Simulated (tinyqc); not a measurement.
Worked calculation: CIS and TDHF on RHF in the sto-3g basis, for H3+, spin multiplicity 1. One step of it, computed by the program tinyqc.

Task: CIS matrix, singlets. A(ia,jb) = (e_a - e_i) d_ij d_ab + 2 (ia|jb) - (ij|ab).

orbital energies (hartree): MO1 -0.975620, MO2 -0.305970, MO3 0.166850

Two-electron integrals over orbitals (pq|rs), unique and non-zero (hartree):
```
(11|11) 0.560065    (21|11) -0.000010   (21|21) 0.145046    (22|11) 0.490344
(22|21) 0.000017    (22|22) 0.552647    (31|11) 0.077107    (31|21) 2.74e-06
(31|22) -0.053595   (31|31) 0.139843    (32|11) 4.42e-06    (32|21) -0.132584
(32|22) -0.000015   (32|31) -0.000011   (32|32) 0.140153    (33|11) 0.565704
(33|21) -0.000018   (33|22) 0.499805    (33|31) 0.090079    (33|32) 0.000012
(33|33) 0.606384
```

Give: CIS matrix A, singlet.

Result:

CIS matrix A, singlet (hartree), order 1>2, 1>3:
$$\begin{pmatrix}
0.469 & 0.000 \\
0.000 & 0.856
\end{pmatrix}$$
